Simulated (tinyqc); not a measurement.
Inside a calculation. Model: Frenkel-Kontorova chain: a misfit dislocation (kink) in a monolayer on a periodic substrate. Computed by tinyqc, a small Python program that keeps every step. Command: `OMP_NUM_THREADS=1 python tinyqc.py 3009368 3009369 out.jsonl fkchain walk`. One thread of a shared host (Intel(R) Xeon(R) Processor @ 2.30GHz), about 0.04 s of CPU time with the checks. Intermediate numbers are printed to about 6 digits and carried at full precision; extremes and crossings named in words are read from the listed rows.

E = sum_j [(k/2)(x_(j+1) - x_j - b)^2 + (W/2)(1 - cos(2 pi x_j/a))], x_j = a (j + u_j). A kink takes u from 0 to 1: the chain is stretched by one period and has one atom fewer than wells.

Inputs (values chosen for the exercise, for a model overlayer):
```
quantity              value           unit
spring constant k      2.35  eV/angstrom^2
substrate period a     2.56       angstrom
corrugation W           1.1             eV
misfit f = (b - a)/a    0.1              -
atoms on each side n      9              -
atomic mass M           112              u
```

Relaxation: Newton steps.

Constants: nu for 1 eV/(angstrom^2 u) = 15.6333042 THz.

## Continuum limit

l0 = sqrt(k a^2/(2 W)); kink u(j) = (2/pi) arctan exp(pi j/l0); kink energy at f = 0: E0 = (4/pi) W l0; with misfit E0 - k a^2 f; kinks become favourable at f_c = 2/(pi l0), and a coherent chain with free ends loses stability at f_m = 1/l0. Lowest vibration of the flat chain: nu0 = 15.6333042 THz x sqrt(2 pi^2 W/(a^2 M)).

kink width l0 = 2.64583

kink energy E0 = 3.70566 eV

kink energy with misfit = 2.16556 eV

critical misfit f_c = 0.240612

limit f_m = 0.377953

gap frequency nu0 = 2.68883 THz

f < f_c: the layer stays in register. Caution: a corrugation above 1 eV is larger than real overlayers usually show; it is chosen to keep the kink narrow. Caution: for l0 below about 3 the kink spans few atoms, and the continuum kink energy is off by about 2 per cent or more.

## Start between two atoms

Discrete chain at f = 0, ends held at u = 0 and 1: E = (k a^2/2) sum (u_(j+1) - u_j)^2 + (W/2) sum (1 - cos 2 pi u_j), gradient g_j = k a^2 (2 u_j - u_(j-1) - u_(j+1)) + pi W sin(2 pi u_j), Hessian 2 k a^2 + 2 pi^2 W cos(2 pi u_j) on the diagonal and -k a^2 beside it. Free atoms j = -n..n-1 start from the continuum shape centred half-way, at j + 1/2.

u at the start: 0.000026  0.000086  0.000283  0.000928  0.003043  0.009977  0.032683  0.106247  0.321237  0.678763  0.893753  0.967317  0.990023  0.996957  0.999072  0.999717  0.999914  0.999974

E at the start = 3.62597 eV

gradient (eV): 0.000053  -0.000231  -0.000757  -0.002482  -0.008131  -0.026422  -0.078582  -0.038709  0.920130  -0.920130  0.038709  0.078582  0.026422  0.008131  0.002482  0.000757  0.000231  -0.000053

## Relaxation

Start as above (continuum shape at j + 1/2, j = -n..n-1, l0 = sqrt(k a^2/(2 W))). u(new) = u - H^-1 g; stop when the largest gradient is below 1e-9 eV.

Course:
```
step   E (eV)  largest gradient (eV)
1     3.62597            9.20130e-01
2     3.60101            5.18006e-02
3     3.60093            1.50119e-04
4     3.60093            1.30622e-09
5     3.60093                      0
```

relaxed u: 0.000033  0.000113  0.000352  0.001086  0.003351  0.010340  0.031898  0.098127  0.294100  0.705900  0.901873  0.968102  0.989660  0.996649  0.998914  0.999648  0.999887  0.999967

energy, centre between atoms = 3.60093 eV

last gradient = 0 eV

Converged; the discrete energy is 0.9717 of the continuum value, which puts the discrete f_c = E/(k a^2) at 0.2338.

## Peierls barrier

Repeat by Newton steps with an atom at the centre (j = -n..n, u_0 = 1/2). Barrier = difference of the two energies; the lowest Hessian eigenvalue tells minimum from saddle.

energy, centre on an atom = 3.64502 eV

Peierls barrier = 44.0921 meV

lowest eigenvalue, between atoms = 3.46517 eV

lowest eigenvalue, on an atom = -3.18012 eV

The atom-centred kink, with an atom on top of the corrugation, is a saddle and the other a minimum. The barrier is 4.0 % of W, what one atom alone would climb.

## Kink density above f_c

Frank and van der Merwe: the modulus q solves f = 2 E(q)/(pi l0 q), and the kinks per atom are pi/(2 l0 q K(q)), with the complete elliptic integrals K and E; strain left = f - density (for f above f_c = 2/(pi l0)).

Continuum ground state:
```
f              q  kinks per atom  strain left
0.2418  0.999014        0.131985     0.109815
0.2454  0.995311        0.159976     0.085424
0.2526  0.986741        0.186892     0.065708
0.2647  0.970699        0.215421     0.049279
0.2887  0.936267        0.255728     0.032972
0.3369  0.865409        0.318396     0.018504
0.4090  0.767389        0.399252     0.009748
0.5293  0.635353        0.524933     0.004367
```

0.49 % above f_c the density is already 0.55 of f: kinks repel only exponentially, so they flood in, as 1/|ln(f - f_c)|. At 2.2 f_c they take up 99.2 % of the misfit and the layer floats nearly free.

Checks made by the program: energy against a quasi-Newton minimiser (relative difference below 1e-10).
